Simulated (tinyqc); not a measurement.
Speciation in dilute and buffered hydrofluoric acid, oxide etch rate and bath loading: one step, computed by the program tinyqc.

Concentrations stand for activities, NH4+ and Cl- are spectators, and water ionisation is neglected. H, F and HF2 denote the ions H+, F- and HF2-. The base temperature is 298 K.

Task: Etch rate. Rate = k_a ([HF] + 2 [H2F2]) + k_b [HF2], an empirical two-term form. Time = oxide/rate; a temperature error changes the rate by exp((E_a/k_B)(1/298 - 1/(298 + error))) - 1.

Inputs (values chosen for the exercise, of the order of those for thermal oxide at room temperature):

| quantity | value | unit |
|---|---|---|
| rate constant of neutral HF k_a | 16 | nm L/(min mol) |
| rate constant of HF2 k_b | 50 | nm L/(min mol) |
| activation energy | 0.41 | eV |
| temperature error | 2.3 | K |
| oxide removed per wafer | 88 | nm |

[HF] = 0.03182001 mol/L

[H2F2] = 0.003017289 mol/L

[HF2] = 1.207912e-04 mol/L

Constants: k_B = 8.617333262e-05 eV/K.

Give: etch rate; share of HF2 in the rate; etch time; rate change from the temperature error.

Result:

etch rate = 0.61171 nm/min

share of HF2 in the rate = 0.98732 %

etch time = 8631.5 s

rate change from the temperature error = 13.007 %
